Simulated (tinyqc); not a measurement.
Double-gate transistor below threshold, two-dimensional Poisson equation on a small mesh: one step of the calculation.

Half of a symmetric double-gate structure: row 0 is the mid-plane of the body, where the normal field vanishes. Mobile charge is neglected (subthreshold), the body is fully depleted, and potentials are counted from the intrinsic level; rows run upward to the gate, columns from source to drain.

Problem. Over-relaxation sweep (omega = 2.05). Free nodes: rows 0..2, columns 1..3, taken row by row from row 0, left to right. t = (up psi(above) + dn psi(below) + lat [psi(left) + psi(right)] + s)/(up + dn + 2 lat), with the newest neighbours; psi(new) = psi + 2.05 (t - psi).

psi after iteration 1 (V):
```
              j=0         j=1         j=2         j=3         j=4
row 0   0.5200000   0.0686856   0.0090725   0.1359277   1.0200000
row 1   0.5200000   0.1300158   0.0252744   0.2594394   1.0200000
row 2   0.5200000   0.1690619   0.0048085   0.3797223   1.0200000
row 3  -0.0700000  -0.0700000  -0.0700000  -0.0700000  -0.0700000
```

```
row         up     dn   lat  s (V)
0        30.42      0  2.25      0
1        30.42  30.42   4.5      0
2    15.843750  30.42  2.73      0
```

Wanted: psi after iteration 2.

Solution.

psi after iteration 2 (V):
```
          j=0     j=1     j=2     j=3     j=4
row 0   0.520   0.230   0.084   0.466   1.020
row 1   0.520   0.292   0.126   0.634   1.020
row 2   0.520   0.187   0.164   0.450   1.020
row 3  -0.070  -0.070  -0.070  -0.070  -0.070
```

tinyqc, about 0.1 s, one thread, Intel Xeon 2.30GHz (shared host): `OMP_NUM_THREADS=1 python tinyqc.py 2480021 2480022 out.jsonl`
